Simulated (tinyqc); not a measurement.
The sixth-power law: interface roughness in a thin film (subband fluctuation and scattering).

Square well of width t, barriers V0, c = hbar^2/2m0: E1 solves k t + 2 atan[(k/mz)/(kappa/mb)] = pi, k = sqrt(mz E/c), kappa = sqrt(mb (V0 - E)/c). One interface is rough, so the subband edge fluctuates by G dt with G = |dE1/dt| (central difference of 0.01 angstrom; 2 E1/t for hard walls).

Gaussian roughness spectrum S(q) = pi D^2 Lc^2 exp(-q^2 Lc^2/4). Degenerate gas, taken to fill one subband (the second starts to fill once c kF^2/md exceeds E2 - E1, which is not tested here): kF = sqrt(2 pi Ns/gv), q = 2 kF sin(theta/2), 1/tau = (md/(2 pi c hbar)) G^2 times the integral from 0 to pi of S(q)(1 - cos theta)/eps(q)^2 dtheta, eps(q) = 1 + qs/q with screening (qs = gv md q0/(c eps), q0 = e^2/(4 pi eps0), form factors left out, which overstates the screening; other scattering is left out too, so these values lie far above measured mobilities in all but the thinnest films) or 1 without; mobility = tau c2/md with c2 = e/m0 = 1.75882e15 cm^2/(V s^2); 1e12/cm^2 = 1e-4/angstrom^2.

Constants: hbar^2/2m0 = 3.80998211 eV angstrom^2; hbar = 6.58211957e-16 eV s; e^2/(4 pi eps0) = 14.39964547 eV angstrom.

Parameters, chosen for this exercise (near those of a thin Ge channel on (111), one valley; shifted at random, so the results belong to these values and not to a real crystal):
- mz = 1.624 m0 (confinement mass)
- V0 = 2.25 eV (barrier)
- mb = 0.31 m0 (barrier mass)
- md = 0.081 m0 (mass in the plane)
- gv = 1 (valleys)
- D = 1.7 angstrom (rms height of the roughness)
- Lc = 46 angstrom (correlation length)
- Ns = 0.52 x 1e12/cm^2 (sheet density)
- eps = 11.7 (mean dielectric constant at the channel)
- ts = (15, 20, 24, 28, 35, 45, 59) angstrom (thicknesses)

Screened mobility against thickness for the finite barrier and for hard walls.

Results:

| t (angstrom) | E1 (meV) | G (meV/angstrom) | mobility (cm^2/(V s)) | the same, hard walls |
|---|---|---|---|---|
| 15 | 91.5 | 11.478 | 3.17e+03 | 2.22e+03 |
| 20 | 53.0 | 5.067 | 1.63e+04 | 1.25e+04 |
| 24 | 37.3 | 2.998 | 4.65e+04 | 3.72e+04 |
| 28 | 27.7 | 1.918 | 1.13e+05 | 9.39e+04 |
| 45 | 11.0 | 0.479 | 1.82e+06 | 1.62e+06 |
| 59 | 6.5 | 0.216 | 8.99e+06 | 8.21e+06 |

Give the missing row, t (angstrom) = 35.

Computed row:
```
t (angstrom)  E1 (meV)  G (meV/angstrom)  mobility (cm^2/(V s))  the same, hard walls
35                18.0             1.001               4.17e+05              3.58e+05
```

With hard walls G goes as 1/t^3 and the mobility as t^6. With the finite barrier the local exponent is 5.68 at the thin end and 5.90 at the thick end, since the envelope leaks out and softens the dependence. The least value is 3.17e+03 cm^2/(V s). The gate field, which also presses carriers to the interface, is left out. Below about 20 angstrom the effective-mass picture is itself doubtful. Up to t = 20 angstrom G D exceeds half of EF - E1, where the Born rate fails.

Computed by tinyqc, a small Python program: `OMP_NUM_THREADS=1 python tinyqc.py 1281727 1281728 out.jsonl` (the numbers bound the seed that draws the inputs); one thread of a shared host (Intel(R) Xeon(R) Processor @ 2.30GHz), about 0.01 s for the whole set of steps.
